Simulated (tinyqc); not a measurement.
Sheet resistance and Hall data of a diffused or implanted layer: one step, computed by the program tinyqc.

Carriers are taken equal to the net active doping down to the junction (full ionisation, which deep dopants in wide-gap hosts do not reach; no spill-over, no depletion), and the Hall factor is 1.

Problem. Profile. N(x) = N_0 exp(-(x - R_p)^2/(2 l^2)) for x > 0, dose N_0 l sqrt(pi/2) erfc(-R_p/(l sqrt 2)), junction x_j = R_p + l sqrt(2 ln(N_0/N_B)); the layer starts at x_0 = max(0, 2 R_p - x_j). Mobility mu = mu_min + (mu_max - mu_min)/(1 + (N_t/N_ref)^alpha), N_t = active doping + N_B; carriers n = active doping - N_B, all dopants active. sigma = e n mu.

Inputs (values chosen for the exercise, modelled on donors in germanium):
```
quantity                                 value        unit
mu_min                                     293  cm^2/(V s)
mu_max                                    3840  cm^2/(V s)
N_ref                                  1.2e+17      1/cm^3
exponent alpha                            0.56           -
peak concentration N_0                 6.1e+18      1/cm^3
length scale l                              25          nm
background doping N_B (opposite type)  1.6e+17      1/cm^3
projected range R_p                         59          nm
```

Profile: buried Gaussian (implant). Activation: complete.

Constants: e = 1.602176634e-19 C.

Give: Depth, doping, carriers, mobility and conductivity at 2, 10, 20, 35, 50, 65, 80, 90 and 98 % of the layer.

Solution.

Depth, doping, carriers, mobility and conductivity at 2, 10, 20, 35, 50, 65, 80, 90 and 98 % of the layer:
```
x (nm)  N (1/cm^3)  n (1/cm^3)  mu (cm^2/(V s))  sigma (S/cm)
2.5      4.757e+17   3.157e+17             1294          65.5
12.6     1.093e+18   9.335e+17             1044         156.2
25.3     2.458e+18   2.298e+18              829         305.1
44.3     5.127e+18   4.967e+18              673         535.7
63.2     6.013e+18   5.853e+18              645         604.6
82.2     3.966e+18   3.806e+18              723         440.8
101.2    1.471e+18   1.311e+18              961         201.8
113.8    5.513e+17   3.913e+17             1249          78.3
123.9    2.092e+17   4.915e+16             1526          12.0
```

The mobility varies by a factor 2.4 across these points and the conductivity by 50.3.
